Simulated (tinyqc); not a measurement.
Comparisons within one model: valley splitting of a silicon quantum well in envelope theory. A value that a table varies takes the place of the one given here.

The well lies at 0 < z < L; U(z) = V0 [1/(1 + exp(z/w)) + 1/(1 + exp((L - z)/w))] - e F z, 1 mV/nm = 1e-4 eV/angstrom. The envelope psi solves -(c/ml) psi'' + U psi = E psi, c = hbar^2/2m0, by three-point differences on a grid of 0.1 angstrom from -40 to L + 40 angstrom. The two valleys at +/- k0 couple through D = C0 times the integral of exp(-i q z) U(z) psi^2, q = 2 k0 (2 pi/a), and split by Ev = 2|D|.

Random alloy: with Y(z) = Yw + (Yb - Yw) B(z), B the bracket in U, and in-plane density exp(-r^2/ad^2)/(pi ad^2), D gains a random complex part of variance sigma^2 = (C0^2/pi)(a^2 V0/(8 ad (Yb - Yw)))^2 (4/a) times the integral of psi^4 Y (1 - Y). Alone it gives a mean splitting sqrt(pi) sigma; together with the smooth part the rms splitting is 2 sqrt(|D|^2 + sigma^2).

Constants: hbar^2/2m0 = 3.80998211 eV angstrom^2.

Values chosen for the exercise (near those of a strained Si well in SiGe; not measured data):
- L = 34 angstrom (well width)
- V0 = 0.17 eV (conduction offset)
- ml = 0.929 m0 (mass along z)
- F = 6.6 mV/nm (field pressing towards the upper interface)
- k0 = 0.838 2 pi/a (valley position)
- a = 5.431 angstrom (lattice constant)
- C0 = 0.255 (Bloch overlap factor)
- Yb = 0.27 (Ge share of the barrier)
- Yw = 0 (Ge share of the well)
- ad = 190 angstrom (dot radius)
- ws = (0.3, 0.7, 1, 1.3, 1.9, 3.1, 4.7) angstrom (interface widths)
- Ls = (34, 35.4, 36.7, 38.1, 39.4, 40.8, 42.1, 43.5) angstrom (widths in steps of one atomic layer, a/4, rounded to the grid)
- F2 = 0 mV/nm (second field, zero or weak)
- w1 = 0.4 angstrom (interface width for this table)
- w = 0.4 angstrom (interface width parameter)

## Sharpness of the interface

The smooth part 2|D| and the disorder part against w, beside y/sinh(y) with y = pi q w. The 12 to 88 % width of the step is 4w.

Results:
```
w (angstrom)  4w (angstrom)  2|D| (micro-eV)  y/sinh(y)  sqrt(pi) sigma (micro-eV)
0.3                     1.2           288.85       0.60                       12.8
0.7                     2.8            46.23       0.12                       15.1
1.0                     4.0             7.68      0.028                       17.7
1.3                     5.2             1.16     0.0058                       20.9
1.9                     7.6             0.10    0.00022                       28.8
3.1                    12.4             0.00    2.4e-07                       49.5
4.7                    18.8             0.00    2.1e-11                       79.4
```

What can be read from the table?

The smooth part needs a Fourier component of U psi^2 at a wavelength of 3.24 angstrom; from the first row to the third it falls by a factor 37.6, while y/sinh(y) falls by 21.9 (the envelope near the step and the phase between the two interfaces change too). The disorder part goes from 12.8 to 79.4 micro-eV, growing as the electron overlaps more alloy. It takes over between w = 0.7 and 1 angstrom, that is a step 2.8 to 4.0 angstrom wide, with 1.36 angstrom to an atomic layer.

## Adding atomic layers

The smooth splitting Ev = 2|D| with w = w1, at the field F2 and at F.

Results:
```
L (angstrom)  q L mod 2 pi  Ev at F2 (micro-eV)  Ev at F (micro-eV)
34.0                  3.09                  187                 199
35.4                  5.81                  127                 145
36.7                  2.05                 92.8                 117
38.1                  4.76                  155                 168
39.4                  1.00                 2.92                74.9
40.8                  3.71                  136                 151
42.1                  6.23                 62.7                95.8
43.5                  2.66                 89.5                 113
```

What can be read from the table?

At F2 the splitting swings between 2.92 and 187 micro-eV, a ratio of 64.1, as the two interfaces add with the phase q L, which advances on average by 2.63 rad a layer. At F the ratio is 2.65, where in the first row psi^2 at the upper interface is 2.01 times that at the lower one: the field unbalances the two contributions, which fills in the minima.

## What each parameter does

Orbital spacing, psi^2 at z = L, the smooth splitting and sigma; V0 is held fixed when Yw changes. Each row changes one parameter from the base and keeps the others.

Results:
```
case               E2 - E1 (meV)  psi^2(L) (1e-3/angstrom)  2|D| (micro-eV)  sigma (micro-eV)
base                       60.43                     7.598           198.81               7.5
ad = 230 angstrom          60.43                     7.598           198.81               6.2
Yw = 0.03                  60.43                     7.598           198.81              53.7
L = 40 angstrom            48.23                     5.973           109.04               5.6
V0 = 0.213 eV              64.46                     6.375           206.76               7.6
w = 0.52 angstrom          60.62                     7.542           116.73               7.8
F = 9.9 mV/nm              60.98                     8.836           212.36               8.3
k0 = 0.818 2 pi/a          60.43                     7.598           101.36               7.5
C0 = 0.306                 60.43                     7.598           238.57               9.0
```

How do the results move?

The largest shifts from the base row, up to three for each result and ties (the steps differ in size, so this ranks the rows, not the parameters). E2 - E1 (meV): L -12.20, V0 +4.03, F +0.55; unchanged at the printed digits by ad, Yw, k0 and C0. psi^2(L) (1e-3/angstrom): L -1.624, F +1.238, V0 -1.222; unchanged at the printed digits by ad, Yw, k0 and C0. 2|D| (micro-eV): k0 -97.45, L -89.77, w -82.08; unchanged at the printed digits by ad and Yw. sigma (micro-eV): Yw +46.3, L -1.9, C0 +1.5; unchanged at the printed digits by k0.

Program tinyqc; command `OMP_NUM_THREADS=1 python tinyqc.py 1252627 1252628 out.jsonl`; about 0.05 s on one thread of a shared Intel(R) Xeon(R) Processor @ 2.30GHz.
